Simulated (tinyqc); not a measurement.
# Capacitances against the space between lines

Endless row of lines of width wl, height tl and space sl between grounded planes at distance hd; e2 fills the gaps beside the lines, e1 the rest. Laplace's equation is solved on meshes of 3, 6 and 12 steps per unit u and extrapolated (Aitken), which is good to about 0.2 %. C_even (all lines at 1 V) is the capacitance Cg to the planes; C_odd (neighbours in antiphase) = Cg + 4 Cc if only nearest neighbours couple, which defines Cc; total with quiet neighbours Cg + 2 Cc. Plate values 2 eps0 e1 wl/hd and eps0 e2 tl/sl.

Inputs (values chosen for the exercise):
```
symbol,value,unit,meaning
e1,3.9,,relative permittivity above and below the lines
e2,2.4,,relative permittivity between the lines
wl,4,u,"line width, in units u"
tl,6,u,line height
hd,6,u,distance to each plane
```

Constants: eps0 = 8.8541878128e-12 F/m. Results are converted to the units shown.

The same in every row: plate Cg (aF/um) = 46.0.

Capacitances against the space between lines:
columns A: sl (u); B: Cg (aF/um); C: Cc (aF/um); D: Cg + 2 Cc (aF/um); E: C_odd (aF/um); F: plate Cc (aF/um); G: share of coupling, 2 Cc/(Cg + 2 Cc) (%)
```
A      B      C    D    E     F     G
2   67.5   92.4  252  437  63.8  73.3
4   85.8   46.9  180  273  31.9  52.2
6    101   28.7  158  216  21.3  36.3
8    113   18.6  150  187  15.9  24.8
12   129   8.28  145  162  10.6  11.4
16   137   3.75  144  152  7.97  5.21
24   142  0.777  144  145  5.31  1.08
```

As sl goes from 2 to 24, Cg rises from 67.5 to 142 aF/um, Cc falls from 92.4 to 0.777 aF/um and the share of coupling falls from 73.3 to 1.08 %. Cg is 1.47 times its plate value in the first row and 3.09 times in the last; for Cc the ratios are 1.45 and 0.146. Neighbours in antiphase raise the load by a factor of 1.73 and 1.01 over quiet ones. For sl = 2 the planes are farther than 0.8 of the pitch, so second neighbours couple too and Cg + 2 Cc understates the quiet load by a per cent or more.

Program tinyqc, `OMP_NUM_THREADS=1 python tinyqc.py 2790153 2790154 out.jsonl`; Intel Xeon 2.30GHz, shared host, one thread, about 0.9 s.
